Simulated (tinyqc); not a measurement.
From results back to parameters: direct gap of a germanium-like layer under biaxial tension. Three cases, with inputs chosen for the exercise.

Problem. A (001) layer under biaxial tension e_par has ezz = -2 (C12/C11) e_par, Ec = Eg + ac tr(e), E(HH) = -P - Q and E(LH) = -P + (Q - Dso + sqrt(Dso^2 + 2 Dso Q + 9 Q^2))/2 with P = -av tr(e), Q = -b (e_par - ezz). The transition from the light-hole edge is given.

Case 1.

Values chosen (near those of Ge, gaps at low temperature; shifted at random, so the results belong to these values and not to a real crystal): Eg = 0.898 eV (gap at Gamma to the s-like level); Dso = 0.286 eV (spin-orbit splitting); ac = -8.16 eV (conduction deformation potential); av = 1.22 eV (valence hydrostatic potential); b = -2.55 eV (tetragonal shear potential); C11 = 127.7 GPa; C12 = 49.1 GPa.

Ec - E(LH) = 0.845234 eV

Case 2.

Values chosen (near those of Ge, gaps at low temperature; shifted at random, so the results belong to these values and not to a real crystal): Eg = 0.887 eV (gap at Gamma to the s-like level); Dso = 0.288 eV (spin-orbit splitting); ac = -8.09 eV (conduction deformation potential); av = 1.25 eV (valence hydrostatic potential); b = -2.6 eV (tetragonal shear potential); C11 = 127.3 GPa; C12 = 47.5 GPa.

Ec - E(LH) = 0.719910 eV

Case 3.

Values chosen (near those of Ge, gaps at low temperature; shifted at random, so the results belong to these values and not to a real crystal): Eg = 0.903 eV (gap at Gamma to the s-like level); Dso = 0.288 eV (spin-orbit splitting); ac = -8.11 eV (conduction deformation potential); av = 1.26 eV (valence hydrostatic potential); b = -2.59 eV (tetragonal shear potential); C11 = 128.7 GPa; C12 = 49 GPa.

Ec - E(LH) = 0.720095 eV

Find: e_par; Ec - E(HH).

Solution. Ec - E(LH) falls steadily with tension, so bisection between 0 and 4 % gives the only root; then Ec - E(HH) = Eg + (ac - av) tr(e) + Q.

Case 1.

e_par = 0.320 %
Ec - E(HH) = 0.8755 eV

Case 2.

e_par = 0.960 %
Ec - E(HH) = 0.8182 eV

Case 3.

e_par = 1.050 %
Ec - E(HH) = 0.8290 eV

Computed by tinyqc, one run a case: `OMP_NUM_THREADS=1 python tinyqc.py N N+1 out.jsonl` with N = 1080771, 1080788, 1080797; one thread of a shared Intel(R) Xeon(R) Processor @ 2.30GHz, about 0.01 s a run at most.
